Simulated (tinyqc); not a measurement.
# Worked calculation: trench capacitor in an array: capacitance, non-linearity, leakage and relaxation

Numbers from tinyqc (`OMP_NUM_THREADS=1 python tinyqc.py 2102129 2102130 out.jsonl`; about 0.01 s on one thread of a shared Intel Xeon 2.30GHz). Printed values are rounded.

A film between two metal electrodes, each interface adding a series capacitance ci. The small-signal permittivity is ek (1 + aq E^2); the field is found with the linear permittivity. Leakage J = J0 sinh(E/Ef). After a voltage step the film passes a relaxation current kr C V tt^(-nr), tt being the time in seconds. The sidewall is a coaxial capacitor with radii a = dm/2 - t and b = dm/2, depth AR dm; the end face is left out.

Values chosen for this exercise; permittivity of the order of that of silicon nitride: relative permittivity of the film ek = 7.26; film thickness t = 15 nm; capacitance of each electrode interface (dead layer and screening) ci = 1000 uF/cm^2; quadratic field coefficient of the permittivity aq = 0.0022 cm^2/MV^2; bias V = 1 V; leakage prefactor J0 = 3.3e-10 A/cm^2; field for an e-fold rise of the leakage Ef = 0.48 MV/cm; diameter of the hole dm = 180 nm; aspect ratio, depth over diameter AR = 30; pitch of the square array pt = 300 nm; resistivity of the inner electrode rho = 1300 uohm cm.

Constants: eps0 = 8.8541878128e-14 F/cm where lengths are in cm. Results are converted to the units shown.

## Planar capacitance, field and non-linearity

Planar film: Cf = eps0 ek/t, 1/C = 1/Cf + 2/ci, EOT = 3.9 eps0/C, effective permittivity C t/eps0, E = (V/t) C/Cf; quadratic coefficient [C(V)/C - 1]/V^2 with Cf (1 + aq E^2) in C(V).

Cf = 0.4285427 uF/cm^2
C = 0.4281757 uF/cm^2
EOT = 8.064758 nm
effective permittivity = 7.253783
E = 0.6660958 MV/cm
quadratic coefficient = 975.2671 ppm/V^2
J = 6.197360e-10 A/cm^2

The interfaces take 0.0856 % of the voltage.

## Cell capacitance, fields and time constant

Per length 1/c = ln(b/a)/(2 pi eps0 ek) + (1/a + 1/b)/(2 pi ci); cell capacitance c AR dm; per footprint over pt^2; fields c V/(2 pi eps0 ek r) at r = a and b; resistance of the inner electrode rho AR dm/(pi a^2); time constant R C/3 of the distributed line.

a = 75 nm
b = 90 nm
cell capacitance = 11.95217 fF
capacitance per footprint = 13.28019 uF/cm^2
field at a = 0.7306789 MV/cm
field at b = 0.6088991 MV/cm
R = 3.972507 kohm
R C/3 = 15.82670 ps

The array gives 31.0 times the planar capacitance per footprint; curvature makes the field at the inner electrode 1.10 times the planar value.
